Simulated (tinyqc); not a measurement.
MOSFET in saturation, small-signal circuit and noise: one step of the calculation.

Bias by the inversion coefficient IC = I/Ispec (charge-based model with velocity saturation; weak inversion below 0.1, strong above 10). Common-source circuit: gm, gds, Cgs, Cgd and Cj at the inner nodes, Rg in series with the gate; quasi-static, no source or drain resistance, no gate-body capacitance, no substrate network, no induced gate noise, so fmax is an upper estimate.

Task. Noise at the gate. Channel noise Sid = 4 kB T gam n gm with gam = (1/2 + (2/3) qs)/(1 + qs) + gw lc IC, qs = [sqrt(1 + 4 IC) - 1]/2, lc = Ls/L (the last term an empirical rise with velocity saturation); at the gate, white noise Sw = Sid/gm^2 + 4 kB T Rg. Number fluctuation with correlated mobility: S(f) = K/f, K = q^2 Vt lt Nt/(W L Cox^2) (1 + ac mu Cox I/gm)^2, Vt in eV with Nt per eV. Corner fc = K/Sw. Full shot noise would be 2 q I.

Values chosen for this exercise:

| symbol | value | unit | meaning |
|---|---|---|---|
| T | 293 | K | temperature |
| L | 130 | nm | gate length |
| W | 5 | um | total gate width |
| Cox | 1.27 | uF/cm^2 | gate capacitance |
| mu | 220 | cm^2/(V s) | mobility |
| n | 1.35 |  | slope factor |
| Ls | 20 | nm | velocity-saturation length |
| IC | 40 |  | inversion coefficient |
| gw | 0.08 |  | short-channel excess of the noise factor |
| Nt | 6.8e16 | cm^-3 eV^-1 | oxide trap density |
| lt | 0.1 | nm | tunnelling length into the oxide |
| ac | 3000 | V s/C | Coulomb scattering coefficient |

Constants: q = 1.602176634e-19 C, kB = 1.380649e-23 J/K, Vt = kB T/q. Results are converted to the units shown.

I = 739.87411 uA
gm = 2.3683141 mS
Rg = 11.282051 ohm

Give: gam; Sid; Sid/(2 q I); sqrt(Sw); K; fc.

Result.

gam = 1.135
Sid = 5.870e-23 A^2/Hz
Sid/(2 q I) = 0.2476
sqrt(Sw) = 3.263 nV/Hz^0.5
K = 6.694e-11 V^2
fc = 6.286 MHz

The gate resistance gives 1.7 % of the white noise power.

Computed by the program tinyqc: `OMP_NUM_THREADS=1 python tinyqc.py 2150140 2150141 out.jsonl`, one thread of a shared Intel Xeon 2.30GHz, about 0.01 s for the whole run.
